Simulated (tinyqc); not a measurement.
Inversion-layer mobility, back-scattering and ballistic limit of a field-effect transistor: one step, computed by the program tinyqc.

The charge at the top of the source barrier is fixed by the gate; series resistance and short-channel effects are left out. F_j are Fermi integrals normalised to exp(eta) in the classical limit.

Problem. Ballistic limit. F_j(eta) = (1/Gamma(j + 1)) int_0^infinity x^j/(1 + exp(x - eta)) dx, F_0 = ln(1 + exp(eta)). Integrals over x = E/(k_B T) use 160 Gauss-Legendre points in u = sqrt(x) from 0 to sqrt(max(eta, 0) + 32). Ballistic channel: N_2D = g_v m k_B T/(pi hbar^2), U = e V_D/(k_B T); eta_F solves N_inv = (N_2D/2)[F_0(eta_F) + F_0(eta_F - U)]; v_T = sqrt(2 k_B T/(pi m)); I/W = e (N_2D/2) v_T [F_1/2(eta_F) - F_1/2(eta_F - U)]; injection velocity v_T F_1/2(eta_F)/F_0(eta_F).

Inputs (values chosen for the exercise, modelled on a 4H-SiC n-channel):
```
quantity               value  unit
transport mass m        0.31   m_0
valley degeneracy g_v      3     -
drain voltage V_D       0.66     V
temperature T            400     K
```

Statistics at the top of the barrier: Fermi-Dirac.

inversion density N_inv = 7.128991e+12 1/cm^2

Constants: m_0 = 9.1093837015e-31 kg; k_B = 1.380649e-23 J/K; hbar = 1.054571817e-34 J s; k_B = 8.617333262e-05 eV/K; e = 1.602176634e-19 C.

Give: N_2D; eta_F; thermal velocity v_T; injection velocity; ballistic current I/W.

Solution.

N_2D = 1.3391e+13 1/cm^2

eta_F = 0.64190

thermal velocity v_T = 1.1158 1e7 cm/s

injection velocity = 1.2956 1e7 cm/s

ballistic current I/W = 1479.8 microampere/micrometre

Degeneracy raises the injection velocity by a factor 1.16.
